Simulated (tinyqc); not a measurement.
Nanowire ballistic transistor, top-of-the-barrier model: two steps of the calculation.

At the top of the source barrier, states moving towards the drain are filled by the source (Fermi level 0) and states moving back by the drain (Fermi level -q Vd); nothing scatters. U is the shift of the band edge there, set by the capacitances CG, CD and CS (the total) and by the charge. Parabolic one-dimensional subband; the source is grounded.

Inputs (values chosen for the exercise); mass and valleys close to those of silicon (two valleys):
```
symbol  value  unit                                                                 meaning
T         150     K                                                             temperature
m       0.199    m0                                                          effective mass
gv          2                                                             valley degeneracy
eox        22                                   relative permittivity of the gate insulator
tox       2.9    nm                                                     insulator thickness
d           2    nm                                                           wire diameter
aG       0.92                                                            gate control CG/CS
E0       0.18    eV  band edge at the barrier top above the source Fermi level at zero bias
Vd        0.5     V                                                           drain voltage
```

Constants: q = 1.602176634e-19 C, kB = 1.380649e-23 J/K, hbar = 1.054571817e-34 J s, h = 6.62607015e-34 J s, m0 = 9.1093837015e-31 kg, Vt = kB T/q, eps0 = 8.8541878128e-14 F/cm where lengths are in cm. Results are converted to the units shown.

Problem 1. Self-consistent potential at the barrier top. eta1 = -(E0 + U)/Vt, eta2 = eta1 - Vd/Vt, n = (N0/2)[F_(-1/2)(eta1) + F_(-1/2)(eta2)], F_(-1/2)(x) = (1/sqrt(pi)) int_0^infinity u^(-1/2)/(1 + exp(u - x)) du. U(out) = UL + q (n - n0)/CS. U(new) = U + 0.2 (U(out) - U).

U at the start (U = UL) = -0.3724 eV
N0 = 2.9319206e6 cm^-1
CS = 9.7749109 pF/cm
n0 = 2.6267462 cm^-1
UL = -0.3724 eV

Give: eta1; eta2; n; U(out); U after iteration 1.

Solution 1.

eta1 = 14.885
eta2 = -23.797
n = 6.3698e6 cm^-1
U(out) = -0.26800 eV
U after iteration 1 = -0.35152 eV

Problem 2. Current, mean velocity and share of the gate voltage. N0 = gv sqrt(2 m kB T/pi)/hbar, CG = 2 pi eps0 eox/ln(1 + 2 tox/d), CS = CG/aG, n0 = n at U = 0 and Vd = 0. I = gv (2 q^2/h) Vt [ln(1 + exp eta1) - ln(1 + exp eta2)]. Mean velocity I/(q n). CQ = (q/Vt) dn/d(eta1); the band edge follows the gate as -dU/dVg = aG/(1 + CQ/CS).

converged U = -0.29277926 eV

Wanted: eta1; n; I; mean velocity; CQ; -dU/dVg.

Solution 2.

eta1 = 8.725
n = 4.858e6 cm^-1
I = 17.48 uA
mean velocity = 2.246e7 cm/s
CQ = 3.538 pF/cm
-dU/dVg = 0.6755 eV/V

The carriers from the source are degenerate (eta1 = 8.72), and the mean velocity is 2.63 times vT = sqrt(2 kB T/(pi m)) = 8.53e6 cm/s.

Program tinyqc, `OMP_NUM_THREADS=1 python tinyqc.py 2400039 2400040 out.jsonl`; Intel Xeon 2.30GHz, shared host, one thread, about 0.06 s.
